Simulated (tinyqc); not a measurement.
Inside a calculation. Model: threshold-voltage variability of a planar MOSFET, analytic estimates.

Numbers from tinyqc (`OMP_NUM_THREADS=1 python tinyqc.py 2090016 2090017 out.jsonl`; about 0.01 s on one thread of a shared Intel Xeon 2.30GHz). Printed values are rounded.

Three independent sources add in quadrature: random dopants in the depleted layer, metal-gate grains of two orientations, and roughness of the two gate edges acting through the roll-off VT = VT(long) - Vr exp(-L/l). These are first-order estimates: no three-dimensional electrostatics, no percolation.

Inputs (values chosen for the exercise); material values those of a made-up semiconductor:

| symbol | value | unit | meaning |
|---|---|---|---|
| T | 273 | K | temperature |
| Eg | 1.22 | eV | band gap |
| eps_r | 13.2 |  | relative permittivity of the semiconductor |
| Nc | 2.3e19 | cm^-3 | conduction-band density of states at T |
| Nv | 2.08e19 | cm^-3 | valence-band density of states at T |
| Na | 3.7e17 | cm^-3 | channel doping |
| ti | 2.6 | nm | oxide-equivalent thickness in inversion |
| L | 20 | nm | gate length |
| W | 47 | nm | gate width |
| G | 4 | nm | metal grain size |
| dW | 0.15 | eV | work-function difference of the two grain orientations |
| p | 0.6 |  | share of the orientation of higher work function |
| De | 0.8 | nm | rms roughness of one gate edge |
| La | 30 | nm | correlation length of the roughness |
| l | 5.2 | nm | decay length of the threshold roll-off |
| Vr | 3 | V | prefactor of the roll-off |
| n | 1.45 |  | subthreshold factor |
| gI | 25 | 1/V | gm/I of a matched pair |
| sb | 0.7 | % | spread of the gain factor of one device |
| Nb | 268435456 |  | number of cells |
| Y | 0.87 |  | wanted yield |

Constants: q = 1.602176634e-19 C, kB = 1.380649e-23 J/K, Vt = kB T/q, eps0 = 8.8541878128e-14 F/cm where lengths are in cm. Results are converted to the units shown.

Range of the model: The depletion depth exceeds L, so source and drain share much of the charge and the dopant estimate is rough. gI s exceeds 0.2, so the linear formula for the current mismatch is only a rough guide.

## Random dopants

ni = sqrt(Nc Nv) exp(-Eg/(2 Vt)), Eg in volts; Cox = 3.9 eps0/ti; Wd = sqrt(4 eps0 eps_r Vt ln(Na/ni)/(q Na)); dopants: s1 = (q/Cox) sqrt(Na Wd/(3 L W)). The slope A1 = s1 sqrt(L W); mean number of dopants Na L W Wd.

Cox = 1.32813 uF/cm^2
Wd = 63.6692 nm
mean number of dopants = 22.1441
A1 = 1.06899 mV um
s1 = 34.8667 mV

Counting alone, 1/sqrt(N) of the depletion voltage q Na Wd/Cox = 284 mV, would give sqrt(3) times more: dopants deep in the layer act less on the surface.

## Metal grains and edge roughness

Grains: Ng = L W/G^2 (at least 1), s2 = dW sqrt(p (1 - p)/Ng). Edges, with exponential correlation and u = W/La: the mean gate length has sL^2 = 2 De^2 (2/u)[1 - (1 - exp(-u))/u]; s3 = sL (Vr/l) exp(-L/l).

Ng = 58.75
s2 = 9.58723 mV
sL = 0.899307 nm
dVT/dL = 12.3241 mV/nm
s3 = 11.0831 mV

## Total spread, mismatch and leakage

s = sqrt(s1^2 + s2^2 + s3^2). For a pair: s(dVT) = sqrt(2) s; current mismatch sqrt(2) sqrt((gI s)^2 + sb^2); input offset = current mismatch/gI. For a Gaussian VT the off current is log-normal with mean/median = exp(s^2/(2 (n Vt)^2)).

s = 37.8212 mV
s(dVT) = 53.4872 mV
current mismatch = 133.722 %
input offset = 53.4887 mV
mean/median of Ioff = 1.84902

The dopants give 85.0 % of the variance; without them s would be 14.7 mV. A current mismatch this large is beyond the linear estimate.

## Iteration 1: margin in standard deviations for the wanted yield

k at the start = 2

Cells fail independently with probability Q(k) = erfc(k/sqrt(2))/2 when the margin is k standard deviations, and Y = exp(-Nb Q(k)). phi = exp(-k^2/2)/sqrt(2 pi). Newton steps on ln Q(k) = ln(-ln(Y)/Nb): k(new) = k + [ln Q - ln(-ln(Y)/Nb)] Q/phi.

Q(k) = 0.0227501
phi = 0.0539910
k after iteration 1 = 9.41455

## Iteration 2: margin in standard deviations for the wanted yield

As before.

Q(k) = 2.37548e-21
phi = 2.26110e-20
k after iteration 2 = 6.67152

## Course of the iteration: margin in standard deviations for the wanted yield

Stop when k changes by less than 1e-9, or after 30 iterations.

Course of the iteration:

| iteration | k | \|change\| |
|---|---|---|
| 1 | 9.41455 | 7.41 |
| 2 | 6.67152 | 2.74 |
| 3 | 6.12669 | 0.545 |
| 4 | 6.10356 | 0.0231 |
| 5 | 6.10352 | 4.17e-5 |
| 6 | 6.10352 | 1.36e-10 |

Converged in 6 iterations. At the end the number of correct digits about doubles with each step. With s(dVT) = 53.5 mV, 6.10 standard deviations are 326 mV.
